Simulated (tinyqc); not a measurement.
Modes across the composition range: two-mode optical phonons of a ternary alloy from two coupled oscillators. Computed by tinyqc, a small Python program. Command: `OMP_NUM_THREADS=1 python tinyqc.py 3012501 3012502 out.jsonl twomode walk`. One thread of a shared host (Intel(R) Xeon(R) Processor @ 2.30GHz), about 0.01 s of CPU time with the checks.

An alloy A(x)B(1-x)C has an A-C and a B-C bond oscillator. Each TO frequency moves linearly from the impurity mode (dilute end) to the TO of the pure crystal; each strength is proportional to the number of bonds.

Inputs (values chosen for the exercise, for a model alloy): omega_TO of pure AC = 526 1/cm; omega_LO of pure AC = 574 1/cm; omega_TO of pure BC = 429 1/cm; omega_LO of pure BC = 451 1/cm; eps_inf of AC = 4.38; eps_inf of BC = 10.1; impurity mode of A in BC = 507 1/cm; impurity mode of B in AC = 429 1/cm.

Method:
- omega_1 = (impurity mode of A) + x (omega_TO,AC - impurity mode of A); omega_2 = (impurity mode of B) + (1 - x)(omega_TO,BC - impurity mode of B); eps_inf = x eps_AC + (1 - x) eps_BC; strengths W_1 = x eps_AC (omega_LO,AC^2 - omega_TO,AC^2), W_2 = (1 - x) eps_BC (omega_LO,BC^2 - omega_TO,BC^2).
- eps(omega) = eps_inf + W_1/(omega_1^2 - omega^2) + W_2/(omega_2^2 - omega^2) = 0 is the eigenproblem of the matrix [[omega_1^2 + W_1/eps_inf, sqrt(W_1 W_2)/eps_inf], [sqrt(W_1 W_2)/eps_inf, omega_2^2 + W_2/eps_inf]] for omega_LO^2.
- The polar coupling of mode j is c_j = (u_j . sqrt(W))^2/(eps_inf^2 omega_j^2), u_j its eigenvector and omega_j here its LO frequency; the c_j add up to 1/eps_inf - 1/eps_s. Froehlich constant alpha_j = (e^2/(4 pi eps_0)) c_j k_j/(2 E_j), E_j = h c omega_j, k_j = sqrt(m* E_j/(hbar^2/(2 m_0))).

Frequencies (1/cm):
```
x     TO, A-C  TO, B-C  lower LO  upper LO  coupling share of the upper LO   eps_s
0.02   507.38      429    450.63    508.00                         0.03401  11.045
0.10   508.90      429    449.18    512.01                         0.15860  10.574
0.20   510.80      429    447.37    517.15                         0.29415   9.983
0.35   513.65      429    444.61    525.25                         0.46794   9.095
0.50   516.50      429    441.68    534.04                         0.61701   8.205
0.65   519.35      429    438.48    543.86                         0.74817   7.311
0.80   522.20      429    434.85    555.17                         0.86493   6.415
0.90   524.10      429    432.10    563.90                         0.93545   5.816
0.98   525.62      429    429.65    571.85                         0.98759   5.336
```

What follows from these numbers?

The upper LO moves from 508.0 to 571.8 and the lower from 450.6 to 429.7 per cm. At each dilute end one LO-TO pair closes onto an impurity mode. The upper LO shifts by +0.62 per cm for each per cent of x near the middle, which is how Raman spectra measure composition. Its share of the polar coupling passes one half between x = 0.35 and 0.5.
